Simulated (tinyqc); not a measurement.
Vacuum evaporation: vapour pressure, source flux, thickness distribution, purity and step coverage: one step, computed by the program tinyqc. Command: `OMP_NUM_THREADS=1 python tinyqc.py 3111307 3111308 out.jsonl evap walk`. One thread of a shared host (Intel(R) Xeon(R) Processor @ 2.30GHz), about 0.01 s of CPU time with the checks.

Molecular flow, unit sticking of the metal, no re-evaporation. The background gas is taken as water vapour (18.015 g/mol, collision diameter 0.37 nm) at 300 K.

Problem. Scattering and purity. Mean free path lambda = k_B T_g/(sqrt2 pi d^2 p); unscattered share exp(-h/lambda); gas arrival p/sqrt(2 pi m_g k_B T_g); impurity ratio = sticking x gas arrival/metal arrival; monolayer time = 1e15 cm^-2/(sticking x gas arrival).

Inputs (values chosen for the exercise, modelled on nickel, with constants for the liquid):

| quantity | value | unit |
|---|---|---|
| source temperature T | 1690 | K |
| source-to-wafer distance h | 32 | cm |
| background pressure p | 7e-06 | Pa |
| sticking of background gas | 0.9 | - |

arrival rate at the centre = 7.213826e+13 1/(cm^2 s)

Constants: k_B = 1.380649e-23 J/K; u = 1.6605390666e-27 kg.

Give: mean free path; unscattered share; gas arrival rate; impurity ratio; monolayer time.

Solution.

mean free path = 972.83 m

unscattered share = 0.99967

gas arrival rate = 2.5088e+13 1/(cm^2 s)

impurity ratio = 0.31300

monolayer time = 44.289 s

The gas that sticks amounts to more than a tenth of the metal, although few metal atoms scatter on the way: purity, not the free path, sets the vacuum needed.
